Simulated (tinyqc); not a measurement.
One share for all, or one for each: linear model of a band gap against the share of exact exchange.

E(alpha) = E0 + S alpha. A wider gap screens less, modelled in the Penn form eps(alpha) = 1 + (e0 - 1)(EP/(EP + S alpha))^2 with a scale EP chosen for the exercise. A dielectric-dependent hybrid takes alpha = 1/eps.

Errors of the gap (eV) against each target; e0, EP, S and the gaps are values chosen for the exercise.

Results:
```
case        E0 (eV)  S (eV)     e0  EP (eV)  target Et (eV)  alpha needed  error, alpha = 0  error, 0.25  error, self-consistent
like GaAs      0.52    5.89  12.43     10.4            1.50         0.166             -0.98         0.49                   -0.46
like TiO2      1.91    8.47   8.33     13.4            3.25         0.158             -1.34         0.78                   -0.16
like HfO2      4.05    7.96   5.04     17.6            5.83         0.224             -1.78         0.21                    0.07
like SiO2      5.45    9.95   2.42     29.0            8.98         0.355             -3.53        -1.04                    1.35
like InP       0.70    5.88  10.94     11.2            1.44         0.126             -0.74         0.73                   -0.15
like Si        0.59    4.88  12.87      9.9            1.19         0.123             -0.60         0.62                   -0.19
like Al2O3     6.22    9.30   3.47     27.3            8.80         0.277             -2.58        -0.26                    0.53
```

Mean absolute errors: 1.65, 0.59 and 0.42 eV for alpha = 0, 0.25 and the self-consistent value. A fixed quarter overshoots for GaAs, TiO2, HfO2, InP and Si and falls short for SiO2 and Al2O3; the alpha needed runs between 0.123 and 0.355 and its correlation with 1/e0 over these cases is 0.98.

Run: tinyqc, `OMP_NUM_THREADS=1 python tinyqc.py 1880640 1880641 out.jsonl`; Intel(R) Xeon(R) Processor @ 2.30GHz, one thread, shared host; about 0.01 s of CPU time with all checks.
